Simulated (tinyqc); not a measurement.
Conductivities from two wire lengths.

Problem. A wire with uniform heating p0 per length and ends at the substrate temperature has theta(L/2) = (p0/g)[1 - 1/cosh(L/(2 LH))], LH = sqrt(kap A/g). Find LH, g and kap.

Inputs (values chosen for the exercise):
- A = 1500 nm^2 (cross-section)
- p0 = 0.093 uW/nm (heating per length)

theta at the middle for L = 510 and 1020 nm (K): 61.710373  128.78300

Solution. With c = cosh(L1/(2 LH)) the longer wire has 2 c^2 - 1. The ratio of the two rises falls steadily from 4 to 1 as c grows, so it fixes c; g and kap follow.

LH = 255 nm
g = 0.530 W/(m K)
kap = 23.0 W/(m K)

Program tinyqc, `OMP_NUM_THREADS=1 python tinyqc.py 2520043 2520044 out.jsonl`; Intel Xeon 2.30GHz, shared host, one thread, about 0.01 s.
